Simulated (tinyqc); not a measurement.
From results back to parameters: Kronig-Penney superlattice by transfer matrices. Three cases, with inputs chosen for the exercise.

Problem. The bottom of the first miniband was computed from a hidden barrier width b.

Wells (width a, potential 0, mass mw) alternate with barriers (width b, height V0, mass mb); period d = a + b; c = hbar^2/2m0. The vector (psi, psi'/m) is continuous, and a layer of thickness t carries it by M = [[cos kt, (m/k) sin kt], [-(k/m) sin kt, cos kt]] with k = sqrt(m (E - V)/c); for E < V, k = i kappa gives [[cosh, (m/kappa) sinh], [(kappa/m) sinh, cosh]] of kappa t. A Bloch state obeys cos(q d) = tr(Mb Mw)/2.

Constants: hbar^2/2m0 = 3.80998211 eV angstrom^2.

Case 1.

Values chosen (near those of a GaAs superlattice with barriers of AlGaAs; the results hold for these values, not for the real material): a = 100 angstrom (well width); V0 = 0.138 eV (barrier height); mw = 0.0676 m0 (mass in the wells); mb = 0.0811 m0 (mass in the barriers).

bottom of band 1 = 0.0200230 eV

Case 2.

Values chosen (near those of a GaAs superlattice with barriers of AlGaAs; the results hold for these values, not for the real material): a = 62 angstrom (well width); V0 = 0.194 eV (barrier height); mw = 0.0666 m0 (mass in the wells); mb = 0.0869 m0 (mass in the barriers).

bottom of band 1 = 0.0496200 eV

Case 3.

Values chosen (near those of a non-polar GaN superlattice with barriers of AlN; the results hold for these values, not for the real material): a = 12 angstrom (well width); V0 = 1.808 eV (barrier height); mw = 0.2 m0 (mass in the wells); mb = 0.311 m0 (mass in the barriers).

bottom of band 1 = 0.4133837 eV

Find: k; kappa; tanh(kappa b/2); b.

Solution. At q = 0 the lowest state is even about the centres of well and barrier: cos(kz) joins cosh, so (k/mw) tan(k a/2) = (kappa/mb) tanh(kappa b/2), which gives b.

Case 1.

k = 0.01885 1/angstrom
kappa = 0.05011 1/angstrom
tanh(kappa b/2) = 0.6210
b = 29.0 angstrom

Case 2.

k = 0.02945 1/angstrom
kappa = 0.05739 1/angstrom
tanh(kappa b/2) = 0.8668
b = 46.0 angstrom

Case 3.

k = 0.14731 1/angstrom
kappa = 0.33740 1/angstrom
tanh(kappa b/2) = 0.8277
b = 7.0 angstrom

Computed by tinyqc, one run a case: `OMP_NUM_THREADS=1 python tinyqc.py N N+1 out.jsonl` with N = 1281361, 1281387, 1281395; one thread of a shared Intel(R) Xeon(R) Processor @ 2.30GHz, about 0.07 s a run at most.
